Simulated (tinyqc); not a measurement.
MOSFET in the linear regime without short-channel effects, parameter extraction from computed curves: two steps of the calculation.

Inversion charge Q = Cox n Vt W0(exp((Vg - VT)/(n Vt))), W0 the Lambert function and n = nf; u = Q/Cox; mobility mu = mu0/(1 + th1 u + th2 u^2); channel resistance Rch = (L - dL)/(W mu Q); Id = Vd/(Rch + Rsd/W). Cox = eps0 eox/tox. Small Vd, no channel-length or drain effects.

Values chosen for this exercise; channel values of the order met in silicon transistors:
- eox = 3.9 (relative permittivity of the gate insulator (close to silicon dioxide))
- tox = 3.3 nm (insulator thickness)
- mu0 = 220 cm^2/(V s) (low-field mobility)
- th2 = 0 1/V^2 (second mobility attenuation factor)
- VT = 0.43 V (threshold voltage)
- W = 0.5 um (gate width)
- L = 0.14 um (drawn gate length)
- dL = 0.017 um (drawn less effective length)
- Vd = 0.025 V (drain voltage)

Constants: eps0 = 8.8541878128e-14 F/cm where lengths are in cm. Results are converted to the units shown.

Question 1. Threshold and mobility at the peak transconductance. gm_i = (Id_(i+1) - Id_(i-1))/(Vg_(i+1) - Vg_(i-1)); at the point j of largest gm the tangent meets the axis at V_ext = Vg_j - Id_j/gm_j; field-effect mobility gm_j L/(W Cox Vd) with the drawn L.

```
point,Vg (V),Id (uA)
0,0.23,0.0042042922
1,0.33,0.056906777
2,0.43,0.48748788
3,0.53,1.6239647
4,0.63,3.0416796
5,0.73,4.4398441
6,0.83,5.7311291
7,0.93,6.8991579
8,1.03,7.9491990
9,1.13,8.8927174
10,1.23,9.7421756
11,1.33,10.509260
```

Find: gm; j; V_ext; field-effect mobility.

Answer 1.

```
point,gm (uS)
1,2.416
2,7.835
3,12.77
4,14.08
5,13.45
6,12.30
7,11.09
8,9.968
9,8.965
10,8.083
```

j = 4
V_ext = 0.4140 V
field-effect mobility = 150.7 cm^2/(V s)

V_ext is 16 mV below the model VT, and the mobility so found is 40 % below mu0 L/(L - dL) = 250 cm^2/(V s), the value for the drawn L; attenuation, series resistance and the slow approach of Q to a straight line all lower the peak gm.

Question 2. The Y function. Y_i = Id_i/sqrt(gm_i). For Id = beta Vd x/(1 + th x), x = Vg - VT, Y = sqrt(beta Vd) x whatever th. Slope s from points 7 and 10; VT_Y = Vg - Y/s at point 10; beta = s^2/Vd; mobility beta L/(W Cox) with the drawn L; th* = (beta Vd x/Id - 1)/x at point 10.

```
point,Vg (V),Id (uA)
0,0.23,0.0042042922
1,0.33,0.056906777
2,0.43,0.48748788
3,0.53,1.6239647
4,0.63,3.0416796
5,0.73,4.4398441
6,0.83,5.7311291
7,0.93,6.8991579
8,1.03,7.9491990
9,1.13,8.8927174
10,1.23,9.7421756
11,1.33,10.509260
```

```
point,gm (uS)
1,2.4164179
2,7.8352894
3,12.770959
4,14.079397
5,13.447248
6,12.296569
7,11.090349
8,9.9677975
9,8.9648829
10,8.0827115
```

Wanted: Y; s; VT_Y; beta; mobility from Y; th*.

Answer 2.

```
point,Y (uA^0.5 V^0.5)
1,0.03661
2,0.1742
3,0.4544
4,0.8106
5,1.211
6,1.634
7,2.072
8,2.518
9,2.970
10,3.427
```

s = 4.517 uA^0.5 V^-0.5
VT_Y = 0.4713 V
beta = 816.0 uA/V^2
mobility from Y = 218.4 cm^2/(V s)
th* = 0.7760 1/V

The mobility from Y is 13 % below mu0 L/(L - dL) = 250 cm^2/(V s), which it should reach in deep inversion when th2 = 0.

Computed by the program tinyqc: `OMP_NUM_THREADS=1 python tinyqc.py 2210077 2210078 out.jsonl`, one thread of a shared Intel Xeon 2.30GHz, about 0.01 s for the whole run.
